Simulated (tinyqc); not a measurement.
Rutherford backscattering from a thin compound film on silicon: kinematics, yields, composition and thickness: one step, computed by the program tinyqc.

Singly charged helium ions (Z1 = 2, M1 = 4.0026 u) enter at the tilt angle a1 to the normal and leave at a2 = |180 - theta - tilt| in the same plane. The film is A B_x.

Question. Yields. Rutherford cross section in the laboratory frame: sigma = (Z1 Z e^2/(4 pi eps_0 4E))^2 (4/sin^4 theta) (r + cos theta)^2/r, r = sqrt(1 - (M1 sin theta/M)^2), times the screening factor 1 - 0.049 Z1 Z^(4/3)/E (E in keV); 1 angstrom^2 = 1e8 barn. Counts = (charge/e) x solid angle x sigma(E_mean) x areal density of the element/cos a1, E_mean = E0 - half the energy lost on the way in; 1 barn = 1e-24 cm^2. The ratio of areas returns x = (Y_B/Y_A)(sigma_A/sigma_B), with the counting error sqrt(1/Y_A + 1/Y_B).

Inputs (values chosen for the exercise, modelled on a helium beam on WSi2):

| quantity | value | unit |
|---|---|---|
| beam energy E0 | 2 | MeV |
| scattering angle theta | 160 | degrees |
| tilt of the sample | 0 | degrees |
| heavy element: Z_A | 74 | - |
| heavy element: mass M_A | 183.8 | u |
| light element: Z_B | 14 | - |
| light element: mass M_B | 28.09 | u |
| atoms of B per atom of A, x | 2.18 | - |
| collected charge | 38 | microcoulomb |
| detector solid angle | 3.4 | msr |

energy lost on the way in = 5.804288 keV

areal density N d = 83.49 1e15 atoms/cm^2

Constants: e^2/(4 pi eps_0) = 14.39964548 eV angstrom; e = 1.602176634e-19 C.

Give: cross sections; counts; ratio of areas Y_B/Y_A; counting error of x without background.

Answer.

cross sections (barn/sr): A 7.445, B 0.260

counts: A 1.576e+05, B 1.201e+04

ratio of areas Y_B/Y_A = 0.07618

counting error of x without background = 0.9467 %

The cross sections differ by 28.6, near (Z_A/Z_B)^2 = 27.9. The silicon signal of the film runs into that of the substrate and appears as a step, not a peak. Caution: the silicon signal of the film merges with that of the substrate, so only the width of A can be read directly. Caution: film and substrate silicon overlap, so Y_B must be separated by a fit.
